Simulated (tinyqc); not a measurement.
Inside a calculation. Model: admittance spectroscopy of a deep trap.

Computed by the program tinyqc: `OMP_NUM_THREADS=1 python tinyqc.py 2050147 2050148 out.jsonl`, one thread of a shared Intel Xeon 2.30GHz, about 0.01 s for the whole run. Printed values are rounded.

Schottky contact on an n-type layer with shallow donors Nd (all ionised) and a donor-like deep trap, neutral when filled and positive when empty; depletion approximation. Traps within lam of the depletion edge stay filled. The traps at xt = W - lam, where the level crosses the Fermi level, follow a slow signal and not a fast one. w = 2 pi f.

Values chosen for this exercise; material values close to those of indium phosphide:
```
symbol,value,unit,meaning
eps_r,12.7,,relative permittivity
Nc,5.62e17,cm^-3,conduction-band density of states at 300 K
vth,4.3e7,cm/s,thermal velocity at 300 K
Nd,5.9e14,cm^-3,shallow donor density
Vbi,0.99,V,built-in voltage
Et,0.24,eV,depth of the trap below the conduction edge
sn,6.9e-16,cm^2,capture cross-section
Nt,2.7e13,cm^-3,trap density
Vr,1.2,V,reverse bias
f,31000,Hz,signal frequency
T,241,K,temperature
```

Constants: q = 1.602176634e-19 C, kB = 1.380649e-23 J/K, eps0 = 8.8541878128e-14 F/cm where lengths are in cm. Results are converted to the units shown.

## Widths and limiting capacitances

lam = sqrt(2 eps0 eps_r (EF - ET)/(q Nd)), EF - ET = Et - (kB T/q) ln(Nc(T)/Nd), Nc(T) = Nc (T/300 K)^1.5. In the steady state at the band bending V, 2 eps0 eps_r V/q = Nd W^2 + Nt (W - lam)^2 (the second term only if W > lam). V = Vbi + Vr. C_HF = eps0 eps_r/W, C_LF = eps0 eps_r (Nd + Nt)/(Nd W + Nt xt).

lam = 498.3147 nm
W = 2251.587 nm
xt = 1753.272 nm
C_HF = 4.994174 nF/cm^2
C_LF = 5.043015 nF/cm^2

The step is 0.978 % of C_HF.

## Admittance at the signal frequency

Emission rate en = sn vth(T) Nc(T) exp(-Et/kB T) = sn g T^2 exp(-Et/kB T), g = vth Nc/(300 K)^2, as vth goes as T^0.5 and Nc as T^1.5 (degeneracy factor 1). Inflection frequency w0 = 2 en [1 + Nt xt/(Nd W)]; C = C_HF + (C_LF - C_HF)/(1 + (w/w0)^2), G/w = (C_LF - C_HF)(w/w0)/(1 + (w/w0)^2).

en = 1.030337e5 1/s
w0/(2 pi) = 33965.33 Hz
C = 5.020820 nF/cm^2
G/w = 0.02431892 nF/cm^2

The signal lies near the inflection, where the loss is largest.
